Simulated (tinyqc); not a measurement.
G0W0 on RHF in the 3-21g basis, for H3+, spin multiplicity 1, step by step. One step of it, computed by the program tinyqc.

Task: Iteration 6 (converged): orbitals. Diagonalise F' = X^T F X, C = X C', fill 1 alpha and 1 beta electrons from the bottom; D = 2 C_occ C_occ^T. Each column has its largest component positive (the first on a tie).

converged F (hartree), order 1H 1s, 1H 2s, 2H 1s, 2H 2s, 3H 1s, 3H 2s:
$$\begin{pmatrix}
-0.359741 & -0.780322 & -0.610721 & -0.676748 & -0.555856 & -0.649331 \\
-0.780322 & -0.786142 & -0.676748 & -0.756961 & -0.636528 & -0.738335 \\
-0.610721 & -0.676748 & -0.359741 & -0.780322 & -0.555856 & -0.649331 \\
-0.676748 & -0.756961 & -0.780322 & -0.786142 & -0.636528 & -0.738335 \\
-0.555856 & -0.636528 & -0.555856 & -0.636528 & -0.326531 & -0.751852 \\
-0.649331 & -0.738335 & -0.649331 & -0.738335 & -0.751852 & -0.765742
\end{pmatrix}$$

X, order 1H 1s, 1H 2s, 2H 1s, 2H 2s, 3H 1s, 3H 2s:
$$\begin{pmatrix}
1.248568 & -0.493213 & -0.063484 & 0.026788 & -0.033017 & 0.023063 \\
-0.493213 & 1.891566 & 0.026788 & -0.570493 & 0.018786 & -0.477417 \\
-0.063484 & 0.026788 & 1.248568 & -0.493213 & -0.033017 & 0.023063 \\
0.026788 & -0.570493 & -0.493213 & 1.891566 & 0.018786 & -0.477417 \\
-0.033017 & 0.018786 & -0.033017 & 0.018786 & 1.244788 & -0.490916 \\
0.023063 & -0.477417 & 0.023063 & -0.477417 & -0.490916 & 1.814486
\end{pmatrix}$$

Give: F' = X^T F X; orbital energies; coefficients C; D after iteration 6.

Result:

F' = X^T F X (hartree):
$$\begin{pmatrix}
0.2435 & -0.6074 & -0.3220 & -0.1109 & -0.2569 & -0.1113 \\
-0.6074 & -0.0171 & -0.1109 & -0.1732 & -0.1111 & -0.1668 \\
-0.3220 & -0.1109 & 0.2435 & -0.6074 & -0.2569 & -0.1113 \\
-0.1109 & -0.1732 & -0.6074 & -0.0171 & -0.1111 & -0.1668 \\
-0.2569 & -0.1111 & -0.2569 & -0.1111 & 0.2458 & -0.6013 \\
-0.1113 & -0.1668 & -0.1113 & -0.1668 & -0.6013 & -0.0225
\end{pmatrix}$$

orbital energies (hartree): MO1 -1.1631, MO2 -0.2079, MO3 -0.1762, MO4 0.4925, MO5 0.8329, MO6 0.8978

coefficients C, order 1H 1s, 1H 2s, 2H 1s, 2H 2s, 3H 1s, 3H 2s:
$$\begin{pmatrix}
0.2878 & -0.1347 & 0.2105 & 0.6771 & 0.5032 & -0.9755 \\
0.1725 & -0.6231 & 1.2422 & -0.5699 & -0.6833 & 1.2740 \\
0.2878 & -0.1347 & -0.2105 & 0.6771 & 0.5032 & 0.9755 \\
0.1725 & -0.6231 & -1.2422 & -0.5699 & -0.6833 & -1.2740 \\
0.2729 & 0.2603 & 0.0000 & 0.6228 & -1.1240 & 0.0000 \\
0.1683 & 1.2907 & 0.0000 & -0.4378 & 1.4506 & 0.0000
\end{pmatrix}$$

D after iteration 6, order 1H 1s, 1H 2s, 2H 1s, 2H 2s, 3H 1s, 3H 2s:
$$\begin{pmatrix}
0.1657 & 0.0993 & 0.1657 & 0.0993 & 0.1571 & 0.0969 \\
0.0993 & 0.0595 & 0.0993 & 0.0595 & 0.0941 & 0.0581 \\
0.1657 & 0.0993 & 0.1657 & 0.0993 & 0.1571 & 0.0969 \\
0.0993 & 0.0595 & 0.0993 & 0.0595 & 0.0941 & 0.0581 \\
0.1571 & 0.0941 & 0.1571 & 0.0941 & 0.1489 & 0.0919 \\
0.0969 & 0.0581 & 0.0969 & 0.0581 & 0.0919 & 0.0567
\end{pmatrix}$$
